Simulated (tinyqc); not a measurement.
# Time-domain thermoreflectance: layered heat flow under a modulated pulse train, and what the signal ratio measures, step by step

A worked calculation. Computed by tinyqc, a small Python program that keeps every step. Command: `OMP_NUM_THREADS=1 python tinyqc.py 3110666 3110667 out.jsonl tdtr walk`. One thread of a shared host (Intel(R) Xeon(R) Processor @ 2.30GHz), about 0.2 s of CPU time with the checks. Intermediate numbers are printed to about 5 digits and carried at full precision; extremes and crossings named in words are read from the listed rows.

Pulses repeat at 80 MHz; heat is laid down at the surface, all layers are isotropic, and the film is in perfect contact with the substrate.

Inputs (values chosen for the exercise, modelled on aluminium on germanium):
```
quantity                                value        unit
metal thickness d                          75          nm
metal conductivity                        160     W/(m K)
metal heat capacity                      2.42  MJ/(m^3 K)
boundary conductance G under the metal    280  MW/(m^2 K)
film thickness                             21          nm
film conductivity                        0.99     W/(m K)
film heat capacity                        2.3  MJ/(m^3 K)
substrate conductivity kappa             57.3     W/(m K)
substrate heat capacity C                 1.7  MJ/(m^3 K)
modulation frequency f                      5         MHz
spot radius w (1/e^2, pump and probe)      24  micrometre
delay t                                   120          ps
```

Stack: metal, film, substrate.

## Length and time scales

Penetration depth sqrt(kappa/(pi f C)); effusivity sqrt(kappa C); cooling time of the metal d C_m/G; Kapitza length kappa/G.

penetration depth = 1.4648 micrometre

effusivity = 9869.7 W s^(1/2)/(m^2 K)

cooling time of the metal = 648.21 ps

Kapitza length = 204.64 nm

depth over spot radius = 0.061035

## Impedance at k = 0 and the modulation frequency

For radial wave number k and angular frequency W each layer has u = sqrt(4 pi^2 k^2 + i W C/kappa) and gamma = kappa u. Surface impedance from below: Z = 1/gamma for the substrate; a layer of thickness L maps Z to (Z + tanh(u L)/gamma)/(1 + gamma Z tanh(u L)); a boundary adds 1/G. Take k = 0 and W = 2 pi f.

Z of the substrate = 12.782-12.782i m^2 K/GW

Z at the surface = 30.911-18.432i m^2 K/GW

## Response at the modulation frequency

Response per absorbed watt H(W) = 2 pi int_0^(2/w) Z(k, W) exp(-pi^2 k^2 w^2) k dk by 20 Gauss-Legendre points.

H(2 pi f) = 0.017082-0.010124i K/mW

phase of H(2 pi f) = -30.654 degrees

## Signal at one delay

Signal: X + iY = sum_(m = -M..M) H(2 pi (f + m f_r)) exp(i 2 pi m f_r t) exp(-pi (m/M)^2 x 4), f_r = 80 MHz, M = 4000, with H(-W) the complex conjugate of H(W); V_in = X, V_out = Y, ratio = -V_in/V_out.

V_in = 0.041273 K/mW

V_out = -0.0093592 K/mW

ratio -V_in/V_out = 4.4099

## Ratio and sensitivities against delay

Sensitivity S = ln(ratio'/ratio)/ln(1.01) for a rise of one input by 1 %.

Ratio and sensitivities:
```
t (ps)   ratio  S to kappa     S to G    S to d   S to C     S to w  S to film conductivity
100     4.4546     0.37849   0.023449  -0.98301  0.37496  -0.013384                 0.24955
200     4.2611     0.37413   0.017571  -0.94297  0.37058  -0.013217                 0.22866
400     3.9859     0.36656   0.012812  -0.87893  0.36297  -0.012908                 0.19532
800     3.5783     0.35305   0.005503  -0.77834  0.34939  -0.012384                 0.13417
1500    3.0397     0.33255  -0.006264  -0.63889  0.32874  -0.011707                 0.04288
2500    2.4818     0.30916  -0.019546  -0.48552  0.30507  -0.011114                -0.05805
4000    1.9091     0.28285  -0.034570  -0.31387  0.27819  -0.010769                -0.17132
```

The largest sensitivity in size at 100 ps is to d (-0.98). G is hardly felt. kappa and C enter almost alike, through the effusivity. At 400 ps an error of 3 % in d passes on as 7 % in kappa.

Checks made by the program: steady rise of a bare substrate, 1/(2 sqrt(pi) w kappa), from the same quadrature (relative difference below 1e-10).
